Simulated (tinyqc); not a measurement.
Coupled-perturbed Hartree-Fock on RHF in the 6-311g basis, for He, spin multiplicity 1, step by step. The polarisability along this axis is zero because the basis has no function that the field can mix in; the real value is not. One step of it, computed by the program tinyqc.

Task: Iteration 6 (converged): orbitals. Diagonalise F' = X^T F X, C = X C', fill 1 alpha and 1 beta electrons from the bottom; D = 2 C_occ C_occ^T. Each column has its largest component positive (the first on a tie).

converged F (hartree), lower triangle:
```
,1He 1s,1He 2s,1He 3s
1He 1s,1.373498
1He 2s,-1.206232,-0.594454
1He 3s,-1.105840,-0.698399,-0.371933
```

X:
```
,1,2,3
1He 1s,-1.102035,0.913172,0.353396
1He 2s,2.064207,-0.049328,0.437907
1He 3s,-1.376014,-0.805348,0.373888
```

Give: F' = X^T F X; orbital energies; coefficients C; D after iteration 6.

Result:

F' = X^T F X (hartree), lower triangle:
```
,1,2,3
1,4.5325
2,-2.5515,2.5824
3,-0.3035,0.3031,-0.8887
```

orbital energies (hartree): MO1 -0.9169, MO2 0.8294, MO3 6.3135

coefficients C:
```
,MO1,MO2,MO3
1He 1s,0.2636,-0.1380,-1.4439
1He 2s,0.4875,-1.1540,1.6988
1He 3s,0.3974,1.4279,-0.6963
```

D after iteration 6, lower triangle:
```
,1He 1s,1He 2s,1He 3s
1He 1s,0.1389
1He 2s,0.2570,0.4753
1He 3s,0.2095,0.3875,0.3159
```
